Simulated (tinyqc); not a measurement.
# Thin-film transistor with exponential tail and deep states, accumulation layer: what changes with what

An undoped film in accumulation, thicker than the space-charge layer. With band bending psi the Fermi level lies E0 - psi below the band edge. Free electrons n = n0 exp(psi/Vt) carry the current; electrons in two exponential distributions of traps, a = a0 exp(psi/Va) and d = d0 exp(psi/Vp), do not. Linear regime, ohmic contacts, traps in equilibrium.

Parameters, values chosen for the exercise; values close to those of an organic semiconductor:
- T = 270 K (temperature)
- eps_r = 3.2 (relative permittivity of the semiconductor)
- Nc = 1.3e20 cm^-3 (density of extended states)
- mb = 3 cm^2/(V s) (band mobility)
- Nt = 1.1e20 cm^-3 (total density of tail states)
- Tt = 450 K (characteristic temperature of the tail)
- Nd = 2.9e17 cm^-3 (total density of deep states)
- Td = 1290 K (characteristic temperature of the deep states)
- E0 = 0.52 eV (bulk Fermi level below the band edge)
- Ci = 17 nF/cm^2 (gate capacitance)
- WL = 2 (ratio W/L)
- Vd = 0.05 V (drain voltage)
- Vg = 14 V (gate voltage above flat band)

Constants: q = 1.602176634e-19 C, kB = 1.380649e-23 J/K, Vt = kB T/q, eps0 = 8.8541878128e-14 F/cm where lengths are in cm. Results are converted to the units shown.

Each table varies one quantity; the others keep the values above.

## Effect of the total density of tail states

Va = kB Tt/q, Vp = kB Td/q; n0 = Nc exp(-E0/Vt), a0 = Nt th(T/Tt) exp(-E0/Va), d0 = Nd th(T/Td) exp(-E0/Vp), th(x) = pi x/sin(pi x). G(psi) = sum over the three kinds of c0 [V (exp(psi/V) - 1) - psi], field F = sqrt(2 q G/(eps0 eps_r)); Vg = psi + eps0 eps_r F/Ci at the surface. Total charge Q = Ci (Vg - psi_s); free charge Qf = q times the integral of n0 (exp(psi/Vt) - 1)/F over psi from 0 to psi_s; I = (W/L) mb Qf Vd; effective mobility mb Qf/Q.

Result of one run:
```
Nt (cm^-3)	E0 - psi_s (eV)	Q (nC/cm^2)	free share (%)	effective mobility (cm^2/(V s))	I (nA)
8.5e18	0.04856	230.0	51.77	1.553	35.72
```

What becomes of these results when the total density of tail states Nt is changed from 8.5e18 to 3.7e18 cm^-3, all else the same?

Result of the changed run:
```
Nt (cm^-3)	E0 - psi_s (eV)	Q (nC/cm^2)	free share (%)	effective mobility (cm^2/(V s))	I (nA)
3.7e18	0.04344	229.9	67.55	2.026	46.59
```

The whole series:
```
Nt (cm^-3)	E0 - psi_s (eV)	Q (nC/cm^2)	free share (%)	effective mobility (cm^2/(V s))	I (nA)
3.7e18	0.04344	229.9	67.55	2.026	46.59
8.5e18	0.04856	230.0	51.77	1.553	35.72
1.9e19	0.05867	230.2	31.76	0.9527	21.93
4.5e19	0.07794	230.5	13.22	0.3966	9.142
1e20	0.1030	230.9	4.395	0.1319	3.045
2.4e20	0.1347	231.4	1.117	0.03352	0.7759
5.5e20	0.1660	232.0	0.2896	0.008688	0.2015
```

As Nt goes from 3.7e18 to 5.5e20 cm^-3, the free share falls from 67.5 to 0.290 %, the distance of the Fermi level from the edge rises from 0.0434 to 0.166 eV and the current falls from 46.6 to 0.202 nA. Q varies by only 0.90 %: the gate sets the charge, the traps decide how much of it moves. At Nt = 3.7e18 cm^-3 the surface Fermi level is within 2 Vt of the band edge, where the exponential forms fail. For Nt = 3.7e18 to 4.5e19 cm^-3 the th form, which assumes a Fermi level far below the edge, overcounts the filled tail at the surface by more than 15 %.

## Transfer curve

Same model as above.

The last column is d ln I/d ln Vg.

Transfer curve:
```
Vg (V)	E0 - psi_s (eV)	Q (nC/cm^2)	free share (%)	effective mobility (cm^2/(V s))	I (nA)	exponent
0.56	0.3933	7.365	0.01632	4.896e-4	3.606e-4	2.720
0.91	0.3471	12.53	0.03977	0.001193	0.001495	3.074
1.5	0.2982	21.73	0.1075	0.003224	0.007005	3.054
2.4	0.2540	36.28	0.2596	0.007788	0.02825	2.872
4	0.2086	62.71	0.6179	0.01854	0.1162	2.672
6.5	0.1677	104.5	1.307	0.03920	0.4097	2.523
11	0.1252	180.3	2.758	0.08274	1.492	2.392
17	0.09138	281.7	4.891	0.1467	4.133	2.289
28	0.05405	468.1	8.934	0.2680	12.55	2.157
```

What does the table show?

The current rises from 3.61e-4 to 12.5 nA and the free share rises from 0.0163 to 8.93 %; the exponent goes from 2.72 through a maximum of 3.07 (at Vg = 0.91 V among the rows listed) to 2.16. If one kind of trap held all the charge, I would go as Q^(2 Tx/T - 1): 8.56 for the deep states, 2.33 for the tail and 1 for free electrons alone. For Vg = 17 to 28 V the th form, which assumes a Fermi level far below the edge, overcounts the filled tail at the surface by more than 15 %.

Computed by the program tinyqc: `OMP_NUM_THREADS=1 python tinyqc.py 2610151 2610152 out.jsonl`, one thread of a shared Intel Xeon 2.30GHz, about 0.04 s for the whole run.
